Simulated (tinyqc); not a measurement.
Worked calculation: Hueckel theory of the pi electrons, for the molecule [CH2+]c1ccccc1 (SMILES; centres numbered as the heavy atoms are written). One step of it, computed by the program tinyqc.

Task: Energy, charges, bond orders. E = sum n x; q_r = z_r - P_rr; bond order p = P_rs; free valence = sqrt(3) - sum of p over the bonds of the atom.

x values: 2.101003  1.259280  1.000000  0.000000  -1.000000  -1.259280  -2.101003

occupations: 2.000000  2.000000  2.000000  0.000000  0.000000  0.000000  0.000000

charge and bond-order matrix P, lower triangle:
```
           1C         2C         3C         4C        5C        6C        7C
1C   0.428571
2C   0.635034   1.000000
3C   0.285714   0.522554   0.857143
4C  -0.112480   0.000000   0.705037   1.000000
5C  -0.285714  -0.224960   0.142857   0.635034  0.857143
6C  -0.112480   0.000000  -0.294963   0.000000  0.635034  1.000000
7C   0.285714   0.522554  -0.142857  -0.294963  0.142857  0.705037  0.857143
```

Centres:
```
centre  z_r, pi electrons of the neutral centre         h
1C                                            1  0.000000
2C                                            1  0.000000
3C                                            1  0.000000
4C                                            1  0.000000
5C                                            1  0.000000
6C                                            1  0.000000
7C                                            1  0.000000
```

Bonds:
```
i  j  k
1  2  1
2  3  1
3  4  1
4  5  1
5  6  1
6  7  1
7  2  1
```

Give: pi energy = 6 alpha + this times beta; pi charges; Bond orders and lengths from R = 1.517 - 0.180 p; free valence of the carbons; gap between the highest filled and the next level.

Result:

pi energy = 6 alpha + this times beta = 8.7206

pi charges: 1C 0.5714, 2C 0.0000, 3C 0.1429, 4C 0.0000, 5C 0.1429, 6C 0.0000, 7C 0.1429

Bond orders and lengths from R = 1.517 - 0.180 p (angstrom, C-C alone):
```
bond       p       R
1-2   0.6350  1.4027
2-3   0.5226  1.4229
3-4   0.7050  1.3901
4-5   0.6350  1.4027
5-6   0.6350  1.4027
6-7   0.7050  1.3901
7-2   0.5226  1.4229
```

free valence of the carbons: 1C 1.0970, 2C 0.0519, 3C 0.5045, 4C 0.3920, 5C 0.4620, 6C 0.3920, 7C 0.5045

gap between the highest filled and the next level = 1.0000 |beta|
